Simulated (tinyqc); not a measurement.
Inside a calculation: band edges of strained Si(1-x)Ge(x) on relaxed Si(1-y)Ge(y). Values are carried at full precision from step to step, so a last printed digit may differ when a step is redone from the rounded ones.

Values are linear in the Ge fraction but for ED(x) = linear - CD x (1 - x) and a(x) = linear - Ca x (1 - x). Energies are on the common scale of Ev.

Inputs chosen for the exercise (end members near Si and Ge, in this order; the results hold for these values, not for the real material): a = (5.427, 5.661) angstrom (lattice constant); Dso = (0.044, 0.287) eV (spin-orbit splitting); av = (2.44, 1.24) eV (valence hydrostatic potential); b = (-2.08, -2.52) eV (tetragonal shear potential); d = (-4.78, -5.24) eV (trigonal shear potential); C11 = (166.1, 129.7) GPa; C12 = (64.5, 48.8) GPa; C44 = (80.2, 66.9) GPa; Ev = (0, 0.61) eV (top of the unstrained valence band); ED = (1.172, 0.927) eV (gap to the Delta valleys); EL = (2.039, 0.749) eV (gap to the L valleys); aD = (1.87, 1.34) eV (hydrostatic potential of the Delta gap); aL = (-3.21, -2.88) eV (hydrostatic potential of the L gap); XuD = (9.14, 9.3) eV (uniaxial potential, Delta); XuL = (16.08, 15.05) eV (uniaxial potential, L); CD = 0.21 eV (bowing of the Delta gap); Ca = 0.025 angstrom (bowing of the lattice constant); x = 0 (Ge fraction of the layer); y = 0.28 (Ge fraction of the relaxed buffer); face = 001 (growth face).

## Values of the layer and the buffer

Interpolate at x and at y.

Interpolated values (a in angstrom, C11, C12, C44 in GPa, all else in eV):
```
symbol     layer    buffer
a         5.4270    5.4875
Dso       0.0440    0.1120
av        2.4400    2.1040
b        -2.0800   -2.2032
d        -4.7800   -4.9088
C11     166.1000  155.9080
C12      64.5000   60.1040
C44      80.2000   76.4760
Ev        0.0000    0.1708
ED        1.1720    1.0611
EL        2.0390    1.6778
aD        1.8700    1.7216
aL       -3.2100   -3.1176
XuD       9.1400    9.1848
XuL      16.0800   15.7916
```

## Strain of the layer on a (001) buffer

Coherent growth on a (001) face: e_par = (a(y) - a(x))/a(x), e_perp = -2 (C12/C11) e_par; exx = eyy = e_par, ezz = e_perp, no shear.

Use the elastic constants of the layer.

e_par = 0.011144
e_perp = -0.008655

strain tensor in the cubic axes:
```
          x         y          z
x  0.011144  0.000000   0.000000
y  0.000000  0.011144   0.000000
z  0.000000  0.000000  -0.008655
```

The layer is under tension in the plane; its volume changes by +1.363 %.

## Conduction valleys of the layer

A valley with unit axis u lies at Ev + gap + (av + a_valley) tr(e) + Xu (u.e.u - tr(e)/3); the Delta axes are x, y, z and the L axes [111], [1-1-1], [-11-1], [-1-11]. The second-order shift of the Delta valleys under shear is left out; it lowers the pair normal to the sheared plane by tens of meV at a shear of 1 %.

Give the hydrostatic shifts, the uniaxial shifts and the edges.

hydrostatic shifts of Delta and L (eV): 0.0588  -0.0105

uniaxial shifts (eV): Delta x 0.0603, Delta y 0.0603, Delta z -0.1206, L [111] 0.0000, L [1-1-1] 0.0000, L [-11-1] 0.0000, L [-1-11] 0.0000

valley edges (eV): Delta x 1.2911, Delta y 1.2911, Delta z 1.1101, L [111] 2.0285, L [1-1-1] 2.0285, L [-11-1] 2.0285, L [-1-11] 2.0285

The lowest set is Delta2 (the digit counts whole valleys) at 1.1101 eV; the Delta valleys spread over 181 meV and the L valleys over 0 meV.

## Valence edges of the layer

Valence edges: Ev plus the levels of the 6 x 6 matrix of X, Y, Z times spin with -Dso/3 + l exx + m (eyy + ezz) on the diagonal (cyclic), n exy off it, l = av + 2 b, m = av - b, n = sqrt(3) d. Spin-orbit term (Dso/3) L.sigma on X, Y, Z with (L_k)_ij = -i epsilon_kij: <X+|H|Y+> = -i Dso/3, <X+|H|Z-> = Dso/3, <Y+|H|Z-> = -i Dso/3, <Z+|H|X-> = -Dso/3, <Z+|H|Y-> = i Dso/3, <X-|H|Y-> = i Dso/3, and their conjugates; + and - are the spin along z.

Give the strain block and the three twofold edges.

strain block (eV), lower triangle:
```
         X        Y       Z
X  -0.0079
Y        0  -0.0079
Z        0        0  0.1156
```

edges from the top (eV): 0.1040  -0.0079  -0.0403

The top two edges are split by 112 meV.

## Gap and offsets against the buffer

Buffer: Ev(y) and Ec = Ev(y) + min(ED, EL). dEc = Ec(buffer) - Ec(layer), dEv = Ev(layer) - Ev(buffer); positive values confine the carrier in the layer; type I if both have one sign.

gap of the strained layer = 1.0061 eV
gap of the buffer = 1.0611 eV
dEc = 0.1217 eV
dEv = -0.0668 eV

Type II: electrons collect in the layer (122 meV) and holes in the buffer (67 meV). The relaxed layer would have a gap of 1.172 eV, so strain has moved it by -166 meV.

## Checks

- Mean of the three Delta edges against the hydrostatic shift alone (eV): both 1.23076.

Computed by tinyqc, a small Python program: `OMP_NUM_THREADS=1 python tinyqc.py 1081381 1081382 out.jsonl` (the numbers bound the seed that draws the inputs); one thread of a shared host (Intel(R) Xeon(R) Processor @ 2.30GHz), about 0.01 s for the whole set of steps.
